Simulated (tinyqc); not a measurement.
# Resistance of a source-drain extension with a graded tip: abruptness at a fixed junction position

y runs along the channel, the gate covers y > 0. The doping is N0 for y < y0 and N0 10^(-(y - y0)/la) beyond, uniform over the depth xj. Sheet conductance s(y) = q mu(N) max(N - Nch, 0) xj + (for y > 0) ma Cox Vo, with mu(N) = u0 + (u1 - u0)/(1 + (N/Nr)^au) and Cox = eps0 eox/tox. Current is taken as one-dimensional; depletion of the tip, spreading and the contact are left out. The metallurgical junction lies at yj, where N = Nch.

R_spacer = integral of dy/s from -Ls to 0, R_ov from 0 to yj, R_channel = (Lg - 2 yj)/(ma Cox Vo), R_total = 2 R_spacer + 2 R_ov + R_channel. Electrical length L_eff = ma Cox dR_total/d(1/Vo); R_series = R_total - L_eff/(ma Cox Vo). y0 is moved with la so that yj stays at 12.229 nm.

Parameters, values chosen for the exercise; mobility law close to that of electrons in silicon:
```
symbol,value,unit,meaning
eox,3.9,,relative permittivity of the gate insulator (close to silicon dioxide)
tox,1.1,nm,insulator thickness
N0,1.3e20,cm^-3,active doping of the extension far from the gate
xj,30,nm,depth of the extension
Nch,3.6e17,cm^-3,channel doping
Ls,13,nm,spacer length
Vo,0.71,V,gate overdrive
ma,220,cm^2/(V s),mobility of the gate-induced layer
u1,1414,cm^2/(V s),mobility at low doping
u0,68.5,cm^2/(V s),mobility at high doping
Nr,9.2e16,cm^-3,reference doping
au,0.711,,exponent
Lg,45,nm,gate length
```

Constants: q = 1.602176634e-19 C, eps0 = 8.8541878128e-14 F/cm where lengths are in cm. Results are converted to the units shown.

The same in every row: yj (nm) = 12.23; R_channel (ohm um) = 41.89.

Abruptness at a fixed junction position:

| la (nm/decade) | R_spacer (ohm um) | R_ov (ohm um) | R_total (ohm um) | L_eff (nm) | R_series (ohm um) |
|---|---|---|---|---|---|
| 1 | 2.738 | 4.654 | 56.68 | 22.59 | 10.61 |
| 2.1 | 2.738 | 7.207 | 61.78 | 24.61 | 11.59 |
| 3.2 | 2.738 | 9.759 | 66.89 | 26.63 | 12.58 |
| 4.4 | 2.738 | 12.54 | 72.46 | 28.83 | 13.66 |
| 5.5 | 2.914 | 14.96 | 77.64 | 30.82 | 14.79 |
| 6.6 | 3.977 | 16.78 | 83.41 | 32.60 | 16.94 |
| 7.7 | 6.099 | 18.09 | 90.26 | 34.07 | 20.77 |
| 8.8 | 9.258 | 19.03 | 98.47 | 35.27 | 26.55 |

Read the table: what changes, and by how much?

As la goes from 1 to 8.8 nm/decade, R_total rises from 56.7 to 98.5 ohm um, R_spacer rises from 2.74 to 9.26 ohm um and R_ov rises from 4.65 to 19.0 ohm um. R_total changes on average by 5.36 ohm um for each nm/decade. L_eff exceeds the metallurgical length by 2.05 nm in the first row and 14.7 nm in the last, since the gate also controls the lightly doped tips.

Program tinyqc, `OMP_NUM_THREADS=1 python tinyqc.py 2282056 2282057 out.jsonl`; Intel Xeon 2.30GHz, shared host, one thread, about 0.03 s.
